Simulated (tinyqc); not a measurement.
# Resistance of a tapered via with liner, size effect and interface, step by step

Program tinyqc, `OMP_NUM_THREADS=1 python tinyqc.py 2750128 2750129 out.jsonl`; Intel Xeon 2.30GHz, shared host, one thread, about 0.01 s. Printed values are rounded.

A round via whose diameter grows from db at the bottom as D(z) = db + 2 z/tan(ang). The fill, of diameter D - 2 tl, starts above the bottom liner (thickness fb tl) and has rho = rho0 (1 + ks lam/(D - 2 tl)); the sidewall liner conducts in parallel with it. The bottom liner and the interface are crossed over the full area pi db^2/4. Spreading in the lines above and below is left out.

Values chosen for this exercise; fill metal close to copper: diameter at the bottom db = 54 nm; height hv = 200 nm; sidewall angle ang = 87 degrees; bulk resistivity of the fill rho0 = 1.72 uohm cm; mean free path of the fill lam = 40 nm; size-effect factor ks = 0.9; liner on the sidewall tl = 2.3 nm; liner at the bottom over that on the sidewall fb = 0.7; resistivity of the liner rl = 220 uohm cm; interface resistivity at the bottom ri = 4.2e-12 ohm cm^2; ballistic conductance per area, about 3/(4 rho0 lam) Sb = 1.1e15 S/m^2.

## Slices of the via

Slices between z0 = fb tl and hv, evaluated at their midpoints: conductance per length pi/4 [(D - 2 tl)^2/rho + (D^2 - (D - 2 tl)^2)/rl], slice resistance = slice height over that. 9 slices.

```
slice    z (nm)    D (nm)  rho (uohm cm)  slice resistance (ohm)
0      12.63167  55.32400       2.940724               0.3199746
1      34.67500  57.63448       2.887542               0.2874542
2      56.71833  59.94496       2.838801               0.2595356
3      78.76167  62.25545       2.793966               0.2354039
4      100.8050  64.56593       2.752586               0.2144146
5      122.8483  66.87642       2.714277               0.1960534
6      144.8917  69.18690       2.678708               0.1799056
7      166.9350  71.49739       2.645597               0.1656344
8      188.9783  73.80787       2.614696               0.1529640
```

## Total resistance

R_fill = sum of the slices; R_bottom = rl fb tl/(pi db^2/4); R_interface = ri/(pi db^2/4); ballistic (Sharvin) limit 1/(Sb pi (db - 2 tl)^2/4); ideal cylinder rho0 hv/(pi db^2/4).

parts (ohm): fill 2.011340, bottom liner 1.546576, interface 0.1833884
R = 3.741304 ohm
shares (%): fill 53.76040, bottom liner 41.33787, interface 4.90172
ballistic limit = 0.4743114 ohm
ideal cylinder = 1.502038 ohm

The fill is the largest part, and R is 2.49 times the ideal cylinder. With 2000 slices R = 3.7424 ohm.
